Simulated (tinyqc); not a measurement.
# Short-channel transistor, virtual-source model with series resistance: effect of the temperature on the on and off currents

The current per gate width is the charge at the top of the source barrier (the virtual source) times its velocity times a saturation function; al and be are fitting constants of the model. Units: I in uA/um, Rs in ohm um, so I Rs = 1e-6 I Rs in volts; Q in uC/cm^2, so I = 1e-4 Q vx0 Fsat with vx0 in cm/s.

Intrinsic voltages Vg' = Vgs - I Rs, Vd' = Vds - 2 I Rs. n = n0 + nd Vd', VT = VT0 - dl Vd', Ff = 1/(1 + exp((Vg' - VT + al Vt/2)/(al Vt))), Q = Cinv n Vt ln(1 + exp((Vg' - VT + al Vt Ff)/(n Vt))), Vdsat = (vx0 L/mu)(1 - Ff) + Vt Ff, Fsat = u/(1 + u^be)^(1/be) with u = Vd'/Vdsat, and I = Q vx0 Fsat per width. I is solved self-consistently. Ion is I at Vgs = Vds = 0.75 V, Ioff at Vgs = 0, Vds = 0.75 V, and Rlin = Vds/I at Vgs = 0.75 V, Vds = 0.05 V. mu, vx0, VT0, dl and n0 are held fixed.

Values chosen for this exercise:
```
symbol,value,unit,meaning
Cinv,1.22,uF/cm^2,inversion capacitance
vx0,2.64e7,cm/s,velocity at the virtual source
mu,97,cm^2/(V s),apparent mobility
L,32,nm,channel length
VT0,0.278,V,threshold at zero drain voltage
dl,0.03,V/V,drain-induced barrier lowering
n0,1.2,,subthreshold factor
nd,0,1/V,growth of n with drain voltage
al,3.5,,threshold shift (in units of Vt) from weak to strong inversion
be,1.8,,sharpness of saturation
Rs,30,ohm um,series resistance of each contact
```

Constants: q = 1.602176634e-19 C, kB = 1.380649e-23 J/K, Vt = kB T/q. Results are converted to the units shown.

Results:
```
T (K)	Ion (uA/um)	Ioff (nA/um)	log10(Ion/Ioff)	Rlin (ohm um)
200	902.39	4.9473	5.2610	635.51
260	903.21	99.452	3.9582	634.70
290	904.08	276.49	3.5145	633.84
320	905.34	629.27	3.1580	632.60
350	907.04	1234.8	2.8660	630.96
380	909.18	2164.9	2.6232	628.90
410	911.78	3479.0	2.4184	626.44
```

Estimate the missing row, T = 230 K.

Computed row:
```
T (K)	Ion (uA/um)	Ioff (nA/um)	log10(Ion/Ioff)	Rlin (ohm um)
230	902.67	27.095	4.5226	635.23
```

With this row back in the table: As T goes from 200 to 410 K, Ion rises from 902 to 912 uA/um, Ioff rises from 4.95 to 3480 nA/um and Rlin falls from 636 to 626 ohm um. Ion changes by a factor of 1.01 and Ioff by 703. For T = 350 to 410 K the off current passes 1 uA/um, so the device is hardly off at Vgs = 0.

Computed by the program tinyqc: `OMP_NUM_THREADS=1 python tinyqc.py 2380089 2380090 out.jsonl`, one thread of a shared Intel Xeon 2.30GHz, about 0.01 s for the whole run.
